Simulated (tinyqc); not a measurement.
Worked calculation: six-band hole subbands of a thin body in a field. Values are carried at full precision from step to step, so a last printed digit may differ when a step is redone from the rounded ones.

Constants: hbar^2/2m0 = 3.80998211 eV angstrom^2.

Parameters, chosen for this exercise (near those of a p-type Si channel; not measured data): S = (7.77, -2.1, 12.59) 1/TPa (compliances s11, s12, s44); sx = -2 GPa (stress along the channel [1-10], negative in compression); b = -2.1 eV (tetragonal potential); d = -4.73 eV (trigonal potential); g1 = 4.28 (Luttinger gamma1); g2 = 0.34 (gamma2); g3 = 1.45 (gamma3); face = 110 (surface); Dso = 0.045 eV (spin-orbit splitting); t = 30 angstrom (body thickness); F = 0.8 MV/cm (field across the body); kmax = 0.08 1/angstrom (end of the path).

## Strain and its block

exx = eyy = (s11 + s12) sx/2, ezz = s12 sx, exy = -s44 sx/4 (1 GPa/TPa = 1e-3). With e0 the traceless part, B_XX = 2b e0xx - b (e0yy + e0zz) and B_XY = sqrt(3) d exy.

strain, rows x, y, z and columns alike:
```
[[-0.005670, 0.006295, 0],
 [0.006295, -0.005670, 0],
 [0, 0, 0.004200]]
```

B (eV), rows X, Y, Z and columns alike:
```
[[0.02073, -0.05157, 0],
 [-0.05157, 0.02073, 0],
 [0, 0, -0.04145]]
```

## Confinement masses without spin-orbit coupling

C(n n^T)/c has C_XX = (g1 + 4 g2) nx^2 + (g1 - 2 g2)(ny^2 + nz^2) and C_XY = 6 g3 nx ny, n the unit normal; its eigenvalues are the inverse masses along n.

C(n n^T)/c, rows X, Y, Z and columns alike:
```
[[4.6200, 4.3500, 0],
 [4.3500, 4.6200, 0],
 [0, 0, 3.6000]]
```

masses (m0): [3.7037, 0.2778, 0.1115]

The heaviest mass, 3.70, comes from a near cancellation among the gammas, so a few per cent in them move it strongly.

## The matrix for one sine at q = 0

Basis X, Y, Z times spin, hole energies counted downwards from the unstrained edge (the hydrostatic shift is left out), c = hbar^2/2m0. For a symmetric tensor T let C(T) have C_XX = L Txx + M (Tyy + Tzz), C_XY = N Txy (cyclic), L = c (g1 + 4 g2), M = c (g1 - 2 g2), N = 6 c g3. k = q + kz n, n the unit normal, q = k1 u + k2 v with u along the channel [1-10] and v = n x u. H = C(k k^T) + (Dso/3)(1 - L.sigma) - B + e F z with (L_k)_ij = -i epsilon_kij; B is the block C built from the traceless strain with 2b, -b and sqrt(3) d in place of L, M, N. Strain: exx = eyy = (s11 + s12) sx/2, ezz = s12 sx, exy = -s44 sx/4. Hard walls at z = 0 and t; basis sin(j pi z/t), j = 1 to Nz: kz^2 = (j pi/t)^2, kz = -i D with D_jl = 4 j l/(t (j^2 - l^2)), z_jj = t/2 and z_jl = -8 t j l/(pi (j^2 - l^2))^2 for j + l odd; 1 MV/cm = 0.01 eV/angstrom.

Nz = 1, in meV.

H (meV), rows X+, Y+, Z+, X-, Y-, Z- and columns alike:
```
[[307.30, 233.32+15.00i, 0, 0, 0, -15.00],
 [233.32-15.00i, 307.30, 0, 0, 0, 15.00i],
 [0, 0, 326.87, 15.00, -15.00i, 0],
 [0, 0, 15.00, 307.30, 233.32-15.00i, 0],
 [0, 0, 15.00i, 233.32+15.00i, 307.30, 0],
 [-15.00, -15.00i, 0, 0, 0, 326.87]]
```

## Its levels

Diagonalise; the levels come in pairs. Give each pair and its weights on X, Y, Z, summed over spin and averaged over the pair.

levels (meV): [72.67, 326.58, 542.22]

weights, rows X, Y, Z; columns pair 1, pair 2, pair 3:
```
[[0.498, 0.004, 0.497],
 [0.498, 0.004, 0.497],
 [0.003, 0.992, 0.005]]
```

## More sines

The four lowest pairs at q = 0.

Hole energies (meV):
```
Nz  pair 1  pair 2  pair 3  pair 4
1    72.67  326.58  542.22       -
2    43.46  136.54  322.50  540.54
4    36.38  107.98  174.15  268.54
8    36.23  107.35  171.59  248.92
16   36.23  107.35  171.58  248.92
```

One sine is 36.44 meV off in the top subband, since the field mixes the sines. The second pair lies 71.1 meV deeper.

## Dispersion of the top subband

Nz = 14; the two lowest levels (spin-split where the field breaks inversion), in meV from their value at q = 0.

Energies (meV):
```
|q| (1/angstrom)     u a     u b    v a    v b
0.020              13.08   13.70   5.47   5.49
0.040              52.80   54.18  21.91  21.96
0.060             118.78  121.22  49.32  49.39
0.080             209.84  214.11  87.67  87.79
```

From the mean of each pair in the first row, c q^2/E gives 0.11 m0 along u and 0.28 m0 along v. The largest distance between a and b in the table is 4.27 meV.

## Checks

- Top level at q = 0 on (001) without field and stress against c (g1 - 2 g2)(pi/t)^2, eV: both 0.15041.
- Hermiticity, and E(q) against E(-q): they agree to 1e-10 or better.

Computed by tinyqc, a small Python program: `OMP_NUM_THREADS=1 python tinyqc.py 1252409 1252410 out.jsonl` (the numbers bound the seed that draws the inputs); one thread of a shared host (Intel(R) Xeon(R) Processor @ 2.30GHz), about 0.4 s for the whole set of steps.
